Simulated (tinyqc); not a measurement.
Worked calculation: effective mass of the split-off band from tabulated energies. Values are carried at full precision from step to step, so a last printed digit may differ when a step is redone from the rounded ones.

c = hbar^2/2m0.
Constants: hbar^2/2m0 = 3.80998211 eV angstrom^2.

## Finite differences

Energies along [100], from the band edge downward:
```
k (1/angstrom)  E (meV)
0.00000          0.0000
0.00540          0.5293
0.01080          2.1381
0.01620          4.8893
0.02160          8.8913
0.02700         14.2986
0.03240         21.3089
0.03780         30.1457
0.04320         41.0253
```

reference mass (curvature of the model at k = 0.0001 1/angstrom) = 0.21056 m0

The band is even in k. m = c k^2/E(k) from the points 1, 2, 4 (k = 0 is point 0); Richardson from points 1 and 2: c/m = [16 E(k1) - E(k2)]/(12 k1^2).

m from points 1, 2, 4 (m0): 0.20990  0.20785  0.19992

m by Richardson = 0.21059 m0

Errors against the reference: -0.31, -1.29 and -5.05 % and +0.01 %. The extrapolation removes the k^4 term.

## Least squares over all points

Fit E = a k^2 (a = sum k^2 E/sum k^4), then E = a k^2 + b k^4 from the normal equations; E in eV; m = c/a.

sums of k^4, k^6, k^8: 7.4589e-06  1.1082e-08  1.7847e-11

sums of k^2 E, k^4 E: 0.00015813  2.3781e-07

a, one term = 21.200 eV angstrom^2

a and b, two terms: 18.11  2077

m, one and two terms (m0): 0.17972  0.21035

The parabola over all points errs by -14.6 % because the weights k^4 favour the outer points; the second term brings the error to -0.1 %.

## The non-parabolic form

E (1 + alpha E) = c k^2/m means that y = c k^2/E is a straight line in E with intercept m and slope m alpha. Fit the line by unweighted least squares over points 1 to 8, E in eV.

y (m0): 0.20990  0.20785  0.20451  0.19992  0.19425  0.18769  0.18058  0.17332

m = 0.20883 m0
alpha = -4.377 1/eV

The intercept errs by -0.82 %. For this band the scale of alpha is set by Dso = 0.11 eV as well as by the gap.

## Checks

- Two-term fit by normal equations against a least-squares routine: both 18.1130.

tinyqc: `OMP_NUM_THREADS=1 python tinyqc.py 1850942 1850943 out.jsonl`; about 0.01 s, one thread, shared Intel(R) Xeon(R) Processor @ 2.30GHz.
